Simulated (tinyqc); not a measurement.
## Channel resistance from two points of the on-state curve

Question. In the p-i-n model Von = V1 + 2 Vt ln(J/(1 A/cm^2)) + J Rch, with V1 independent of J. Find Rch and V1.

Values chosen for this exercise: temperature T = 300 K.

Constants: q = 1.602176634e-19 C, kB = 1.380649e-23 J/K, Vt = kB T/q. Results are converted to the units shown.

Von at J = 50 and 150 A/cm^2 (V): 1.0579022  1.4847048

Answer. Remove the logarithmic junction term; the rest is linear in J.

Rch = 3.70 mohm cm^2
V1 = 0.671 V

Computed by the program tinyqc: `OMP_NUM_THREADS=1 python tinyqc.py 2590152 2590153 out.jsonl`, one thread of a shared Intel Xeon 2.30GHz, about 0.01 s for the whole run.
